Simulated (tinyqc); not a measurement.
What the shift does to the intrinsic density: temperature and isotope dependence of a band gap in oscillator models.

E(T) = E0 - sum_i sl_i th_i n_i(T), n = 1/(exp(th/T) - 1). The same coupling lowers the gap at 0 K by the zero-point term ZP = sum_i sl_i th_i/2, so the gap of the static lattice is E0 + ZP. Thermal expansion is taken as part of the slopes.

Constants: kB = 8.617333262e-05 eV/K; hbar^2/2m0 = 3.80998211 eV angstrom^2.

Inputs chosen for the exercise (near those of Si; not measured data): E0 = 1.16 eV (gap at 0 K); th = (147, 564) K (temperatures of two oscillators); sl = (0.0689, 0.2591) meV/K (their high-temperature slopes); mm = 0.93 m0 (geometric mean of the density-of-states masses).

ni = 2 (mm kT/(4 pi c))^(3/2) exp(-E/2kT), c = hbar^2/2m0, with E(T) and with E0; 1 angstrom^-3 = 1e24 cm^-3. Apparent gap from an Arrhenius plot of ni/T^(3/2): E(T) - T dE/dT, dE/dT = -sum sl_i (th_i/T)^2 n_i (1 + n_i).

Results:
```
T (K),E(T) (eV),ni (cm^-3),ni with E(T) / ni with E0,apparent gap (eV)
200,1.1414,5.09e+04,1.715,1.1824
250,1.1302,6.94e+07,1.995,1.1901
300,1.1177,9.21e+09,2.268,1.1963
350,1.1042,3.19e+11,2.524,1.2013
500,1.0604,2.19e+14,3.176,1.2113
700,0.9986,2.04e+16,3.809,1.2186
```

Give the missing row, T (K) = 400.

Computed row:
```
T (K)  E(T) (eV)  ni (cm^-3)  ni with E(T) / ni with E0  apparent gap (eV)
400       1.0900    4.71e+12                      2.761             1.2053
```

Using E0 in place of E(T) understates ni by a factor that rises from 1.71 to 3.81, towards exp(sum sl/2kB) = 6.7. The slope of an Arrhenius plot returns neither E(T) nor E0 but the intercept of the tangent, 1.1963 eV at 300 K, which lies 36 meV above E0 and tends to the static gap 1.2381 eV.

Program tinyqc; command `OMP_NUM_THREADS=1 python tinyqc.py 1850666 1850667 out.jsonl`; about 0.01 s on one thread of a shared Intel(R) Xeon(R) Processor @ 2.30GHz.
